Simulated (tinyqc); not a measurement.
Threshold switch as oscillator and as selector in a crossbar: frequency against load.

Off state: I = Ith sinh(V/V0)/sinh(Vth/V0) up to Vth. On state: V = Vh + I Ron down to the holding current Ih, at Vl = Vh + Ih Ron. Switching is instantaneous.

With a load RL from Vs and C across the switch, it oscillates if the load line misses both branches: (Vs - Vl)/Ih < RL < (Vs - Vth)/Ith. Charging without leakage takes RL C ln[(Vs - Vl)/(Vs - Vth)]; discharging takes (RL || Ron) C ln[(Vth - Ve)/(Vl - Ve)], Ve = (Vs Ron + Vh RL)/(Ron + RL). Here the charging time includes the off-state leakage: the integral of C dV/[(Vs - V)/RL - I(V)].

Parameters, values chosen for the exercise; values of the order of Ge-Sb-Te and related chalcogenides:
- Vth = 3.4 V (threshold voltage)
- Vh = 1.73 V (holding voltage)
- Ron = 0.31 kohm (on-state resistance)
- Ith = 0.3 uA (current at threshold)
- V0 = 0.17 V (voltage scale of the off-state sinh)
- Ih = 23 uA (holding current)
- C = 15 fF (capacitance across the switch)
- Vs = 5.44 V (supply voltage)

Frequency against load:

| RL (kohm) | charging, no leakage (ns) | charging (ns) | discharging (ns) | frequency (MHz) |
|---|---|---|---|---|
| 250 | 2.236 | 2.246 | 0.03013 | 439.4 |
| 390 | 3.488 | 3.512 | 0.02782 | 282.5 |
| 620 | 5.544 | 5.608 | 0.02675 | 177.5 |
| 990 | 8.853 | 9.022 | 0.02619 | 110.5 |
| 1600 | 14.31 | 14.77 | 0.02586 | 67.57 |
| 2500 | 22.36 | 23.60 | 0.02568 | 42.32 |
| 4000 | 35.77 | 39.66 | 0.02556 | 25.20 |
| 6400 | 57.23 | 77.48 | 0.02549 | 12.90 |

The frequency falls from 439 to 12.9 MHz, as RL^(-0.99) between the first two rows and RL^(-1.42) between the last two. Leakage lengthens the charging by 0.45 % in the first row and 35 % in the last; the period diverges at RL = 6800 kohm. In every row the discharge is shorter than 0.5 ns, comparable to real switching delays.

Range of the model: Delay times, drift of Vth and line resistance are left out.

Program tinyqc, `OMP_NUM_THREADS=1 python tinyqc.py 2490126 2490127 out.jsonl`; Intel Xeon 2.30GHz, shared host, one thread, about 0.01 s.
